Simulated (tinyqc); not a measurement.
Inside a calculation. Model: hot electrons in a saturated n-channel MOSFET, lucky-electron model.

Program tinyqc, `OMP_NUM_THREADS=1 python tinyqc.py 2550118 2550119 out.jsonl`; Intel Xeon 2.30GHz, shared host, one thread, about 0.01 s. Printed values are rounded.

Beyond pinch-off the lateral field grows as Esat cosh(y/l) over the velocity-saturated region (pseudo-two-dimensional model). Impact ionisation in this region gives the substrate current, which biases the body forward through Rsub. Currents are per width. Local-field laws: they overstate ionisation when the field peak is narrower than an energy relaxation length.

Values chosen for this exercise; values close to those of silicon n-channel devices:
- L = 0.35 um (channel length)
- tox = 8.5 nm (oxide thickness)
- xj = 95 nm (junction depth)
- VT = 0.67 V (threshold)
- mu = 290 cm^2/(V s) (effective mobility)
- vs = 7.8e6 cm/s (saturation velocity)
- Ai = 2e6 1/cm (ionisation prefactor)
- Bi = 1.75 MV/cm (ionisation field)
- Rd = 0 ohm um (resistance of the lightly doped drain)
- Rsub = 2400 ohm um (substrate resistance)
- kb = 0.48 (fall of VT per volt of forward body bias)
- lm = 7.7 nm (hot-electron mean free path)
- pb = 3.2 V (oxide barrier)
- Cg = 0.002 (prefactor of the gate current)
- m = 3.1 (lifetime exponent)
- Hl = 1700 s uA/um (lifetime constant)
- Vd = 2.7 V (drain voltage)
- Vg = 1.6 V (gate voltage)

Constants: eps0 = 8.8541878128e-14 F/cm where lengths are in cm. Results are converted to the units shown.

## Length and field scales

Cox = 3.9 eps0/tox, l = sqrt(3 tox xj), Esat = 2 vs/mu.

Cox = 0.406251 uF/cm^2
l = 49.2189 nm
Esat = 0.0537931 MV/cm
Esat L = 1.88276 V

## Iteration 1: body bias from the substrate current

Vb at the start = 0 V

Cox = 3.9 eps0/tox. Overdrive g = Vg - VT + kb Vb; Vdsat = g Esat L/(g + Esat L); Id = Cox vs (g - Vdsat); dV = Vd - Id Rd - Vdsat; Em = sqrt((dV/l)^2 + Esat^2); Isub = Id (Ai/Bi) l Em exp(-Bi/Em). Vb(new) = Rsub Isub.

Vdsat = 0.622508 V
Id = 97.4367 uA/um
dV = 2.07749 V
Em = 0.425506 MV/cm
Isub = 3.81600 uA/um
Vb after iteration 1 = 0.00915840 V

## Iteration 2: body bias from the substrate current

As before.

Vdsat = 0.624475 V
Id = 98.2065 uA/um
dV = 2.07553 V
Em = 0.425110 MV/cm
Isub = 3.82786 uA/um
Vb after iteration 2 = 0.00918687 V

## Course of the iteration: body bias from the substrate current

Stop when Vb changes by less than 1e-9 V, or after 60 iterations.

Course of the iteration:
```
iteration      Vb (V)  |change| (V)
1          0.00915840       9.16e-3
2          0.00918687       2.85e-5
3          0.00918696       8.81e-8
4          0.00918696      2.73e-10
```

Converged in 4 iterations. At the end each change is about 0.0031 times the one before: linear convergence.

## Gate current, lifetime and channel shortening

Id = 98.2089 uA/um
dV = 2.07552 V
Em = 0.425109 MV/cm
Isub = 3.82790 uA/um

Ig = Cg Id exp(-pb/(lm Em)); lifetime tau = (Hl/Id)(Isub/Id)^(-m); length of the saturated region dL = l ln[(dV/l + Em)/Esat]. 1 year = 3.15576e7 s.

Isub/Id = 0.0389771
Ig = 11.1567 pA/um
tau = 0.0128140 years
dL = 135.663 nm

The lifetime misses ten years. Integrating Ai exp(-Bi/E) over the cosh profile gives Isub/Id = 0.0327, so the closed form is 19 % above it.
